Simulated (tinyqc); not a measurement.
Film, cylinder and sphere at the same misfit: thermal stress, cracking, delamination and buckling of a thin film; Griffith cracks and misfitting inclusions. Computed by tinyqc, a small Python program. Command: `OMP_NUM_THREADS=1 python tinyqc.py 3016604 3016605 out.jsonl filmcrack walk`. One thread of a shared host (Intel(R) Xeon(R) Processor @ 2.30GHz), about 0.01 s of CPU time with the checks.

Isotropic linear elasticity; the substrate is much thicker than the film; stress is positive in tension.

Inputs (values chosen for the exercise, modelled on a porous low-k oxide on silicon):

| quantity | value | unit |
|---|---|---|
| film Young's modulus E | 7.61 | GPa |
| film Poisson ratio nu | 0.25 | - |
| film expansion alpha_f | 12 | 1e-6/K |
| substrate expansion alpha_s | 3.5 | 1e-6/K |
| deposition temperature T_d | 400 | K |
| final temperature T | 300 | K |
| intrinsic stress | 9 | MPa |
| film thickness h | 0.3 | micrometre |
| substrate Young's modulus E_s | 142 | GPa |
| substrate Poisson ratio nu_s | 0.22 | - |

Method. Thermal strain = (alpha_f - alpha_s)(T_d - T); stress = E/(1 - nu) x strain + intrinsic stress; plane-strain modulus Ebar = E/(1 - nu^2); G0 = stress^2 h/(2 Ebar) is the energy freed per area when a long strip loses its stress across its width. Thermal misfit e alone, mean stress = trace/3 and largest difference of principal stresses inside. Film: E e/(1 - nu) in two directions, 0 in the third. Cylinder: s0 = (1 + nu) e/[(1 + nu)(1 - 2 nu)/E + (1 + nu_s)/E_s] twice and s_zz = E e + 2 nu s0. Sphere: e/[(1 - 2 nu)/E + (1 + nu_s)/(2 E_s)] three times.

thermal strain = 8.50e-04

Stresses inside (MPa):

| shape | s1 | s2 | s3 | mean | largest difference |
|---|---|---|---|---|---|
| film | 8.625 | 8.625 | 0.000 | 5.750 | 8.6247 |
| cylinder | 11.712 | 11.712 | 12.324 | 11.916 | 0.6126 |
| sphere | 12.143 | 12.143 | 12.143 | 12.143 | 0.0000 |

The mean stress in size is 6 MPa in the film, 12 in the cylinder and 12 in the sphere, while the largest difference, twice the largest shear stress, goes from 9 through 1 to 0. In a ductile solid shear can relax by slip and hydrostatic stress cannot, so a confined metal builds up the triaxial stress that opens voids.

Extremes, crossings and ranges named in words are read from the listed rows.
